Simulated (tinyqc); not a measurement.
Plane-wave Kohn-Sham cycle with exchange-only LDA in a layered model solid, step by step. One step of it, computed by the program tinyqc.

Problem. Iteration 2: Hamiltonian at one k. H(m,m') = (k + G_m)^2/2 delta + V(G_m - G_m'), with V(-G) = V(G).

A solid whose potential varies along x alone (atomic units):
```
parameter                      value
period a                   17.400000
cross-section of the cell  23.000000
electrons per cell                 2
grid points                       16
plane waves -n..n, n               2
k points                           4
V1 in V1 cos(2 pi x/a)     -0.450000
V2 in V2 cos(4 pi x/a)      0.030000
```

V(G_m), m = 0, 1, 2, ... (hartree): [-0.160954, -0.046877, 0.032658, 0.002316, 0.000928]

k = 0.125000 2 pi / a

Give: H.

Solution.

H (hartree), order -2, -1, +0, +1, +2:
```
[[0.0683, -0.0469, 0.0327, 0.0023, 0.0009],
 [-0.0469, -0.1110, -0.0469, 0.0327, 0.0023],
 [0.0327, -0.0469, -0.1599, -0.0469, 0.0327],
 [0.0023, 0.0327, -0.0469, -0.0784, -0.0469],
 [0.0009, 0.0023, 0.0327, -0.0469, 0.1335]]
```
